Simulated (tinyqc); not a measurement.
Worked calculation: Hueckel theory of the pi electrons with the omega technique, for the molecule c1ccc2[nH]ccc2c1 (SMILES; centres numbered as the heavy atoms are written). One step of it, computed by the program tinyqc.

Problem. Orbitals, round 1. Diagonalise; E = alpha + x beta with beta < 0, so the largest x are filled first; degenerate levels share their electrons. P = sum n_i c_ri c_si; each orbital has its largest coefficient positive (the first on a tie).

Hueckel matrix in units of beta (H = alpha + beta A):
```
          1C        2C        3C        4C        5N        6C        7C        8C
1C  0.000000  1.000000  0.000000  0.000000  0.000000  0.000000  0.000000  0.000000
2C  1.000000  0.000000  1.000000  0.000000  0.000000  0.000000  0.000000  0.000000
3C  0.000000  1.000000  0.000000  1.000000  0.000000  0.000000  0.000000  0.000000
4C  0.000000  0.000000  1.000000  0.000000  0.900000  0.000000  0.000000  1.000000
5N  0.000000  0.000000  0.000000  0.900000  1.650000  0.900000  0.000000  0.000000
6C  0.000000  0.000000  0.000000  0.000000  0.900000  0.000000  1.000000  0.000000
7C  0.000000  0.000000  0.000000  0.000000  0.000000  1.000000  0.000000  1.000000
8C  0.000000  0.000000  0.000000  1.000000  0.000000  0.000000  1.000000  0.000000
9C  1.000000  0.000000  0.000000  0.000000  0.000000  0.000000  0.000000  1.000000

          9C
1C  1.000000
2C  0.000000
3C  0.000000
4C  0.000000
5N  0.000000
6C  0.000000
7C  0.000000
8C  1.000000
9C  0.000000
```

pi electrons, sum of z_r less the charge = 10

Give: x values; occupations; coefficients; charge and bond-order matrix P.

Solution.

x values: [2.6429, 1.8252, 1.3306, 0.8540, 0.5952, -0.8407, -1.1315, -1.4723, -2.1534]

occupations: [2.0000, 2.0000, 2.0000, 2.0000, 2.0000, 0.0000, 0.0000, 0.0000, 0.0000]

coefficients:
```
       MO1      MO2      MO3      MO4      MO5      MO6      MO7      MO8
1C  0.1042  -0.4518  -0.1423   0.5268  -0.0538  -0.1204   0.5621   0.2237
2C  0.1176  -0.3957  -0.4205   0.1602   0.3719  -0.3782  -0.3079  -0.3949
3C  0.2066  -0.2703  -0.4172  -0.3900   0.2752   0.4383  -0.2137   0.3578
4C  0.4285  -0.0977  -0.1346  -0.4933  -0.2081   0.0097   0.5497  -0.1318
5N  0.6812   0.4702  -0.2353   0.2757  -0.2361  -0.1821  -0.2417   0.1739
6C  0.3230   0.1892   0.2181   0.2495   0.4848   0.4941   0.1972  -0.4715
7C  0.2406  -0.0778   0.5020  -0.0350   0.5010  -0.2515  -0.0057   0.5377
8C  0.3129  -0.3312   0.4499  -0.2794  -0.1866  -0.2826  -0.1908  -0.3202
9C  0.1578  -0.4290   0.2311   0.2897  -0.4039   0.4794  -0.3281   0.0655

        MO9
1C   0.3222
2C  -0.3082
3C   0.3415
4C  -0.4271
5N   0.0778
6C   0.0983
7C  -0.2817
8C   0.5083
9C  -0.3857
```

charge and bond-order matrix P:
```
         1C       2C       3C       4C       5N       6C       7C       8C
1C   1.0313   0.6305  -0.0344  -0.2814   0.0999   0.0449  -0.1133  -0.0378
2C   0.6305   1.0223   0.6931  -0.0215  -0.1012   0.1833   0.0574  -0.2709
3C  -0.0344   0.6931   1.0352   0.6124  -0.1213  -0.0786   0.0257   0.0482
4C  -0.2814  -0.0215   0.6124   0.9958   0.3816  -0.2668  -0.0877   0.5651
5N   0.0999  -0.1012  -0.1213   0.3816   1.7443   0.4240  -0.2375  -0.1629
6C   0.0449   0.1833  -0.0786  -0.2668   0.4240   0.9699   0.8133  -0.0473
7C  -0.1133   0.0574   0.0257  -0.0877  -0.2375   0.8133   1.1364   0.4864
8C  -0.0378  -0.2709   0.0482   0.5651  -0.1629  -0.0473   0.4864   1.0457
9C   0.7035  -0.0254  -0.3440   0.0392   0.0532  -0.2067  -0.0503   0.5798

         9C
1C   0.7035
2C  -0.0254
3C  -0.3440
4C   0.0392
5N   0.0532
6C  -0.2067
7C  -0.0503
8C   0.5798
9C   1.0190
```
